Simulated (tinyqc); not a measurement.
Keating valence-force model of a tetrahedral crystal: one step, computed by the program tinyqc. Command: `OMP_NUM_THREADS=1 python tinyqc.py 3006962 3006963 out.jsonl keating walk`. One thread of a shared host (Intel(R) Xeon(R) Processor @ 2.30GHz), about 0.02 s of CPU time with the checks.

Atom A sits at 0 and atom B at a/4 (1,1,1) of an fcc lattice; the four bonds from A are t = a/4 (1,1,1), a/4 (1,-1,-1), a/4 (-1,1,-1), a/4 (-1,-1,1), of length d = sqrt(3) a/4. Energy: E = (3 alpha/(8 d^2)) sum over bonds (r.r - d^2)^2 + (3 beta/(8 d^2)) sum over pairs of bonds at one atom (r_i.r_j + d^2/3)^2, with beta_A for the six pairs at A and beta_B for the six at B. The cell holds two atoms, Omega = a^3/4. 1 N/m = 1 J/m^2.

Question. Frequencies at q. Diagonalise the Hermitian matrix D. An eigenvalue lambda of D in eV/(angstrom^2 u) gives nu = 15.6333042 THz x sqrt(lambda). The weight on A is the sum of |e|^2 over the three components of atom A.

Structure: zinc blende.

D(q) (eV/(angstrom^2 u)):
```
                     A x                  A y                  A z                  B x
A x             1.792283   0.035283+0.024443i   0.041643+0.018960i  -0.773767+0.037931i
A y   0.035283-0.024443i             1.715251   0.020093-0.003628i   0.078793-0.135669i
A z   0.041643-0.018960i   0.020093+0.003628i             1.717863   0.095349-0.112111i
B x  -0.773767-0.037931i   0.078793+0.135669i   0.095349+0.112111i             0.640343
B y   0.078793+0.135669i  -0.773767-0.037931i   0.032571+0.328195i   0.013027+0.009025i
B z   0.095349+0.112111i   0.032571+0.328195i  -0.773767-0.037931i   0.015375+0.007000i

                     B y                  B z
A x   0.078793-0.135669i   0.095349-0.112111i
A y  -0.773767+0.037931i   0.032571-0.328195i
A z   0.032571-0.328195i  -0.773767+0.037931i
B x   0.013027-0.009025i   0.015375-0.007000i
B y             0.611902   0.007419+0.001339i
B z   0.007419-0.001339i             0.612866
```

Constants: nu for 1 eV/(angstrom^2 u) = 15.6333042 THz.

Give: frequencies; weights on atom A.

Answer.

frequencies (THz): 5.05  5.26  8.65  22.87  23.15  23.37

weights on atom A: 0.2393  0.2371  0.1857  0.7981  0.7624  0.7775
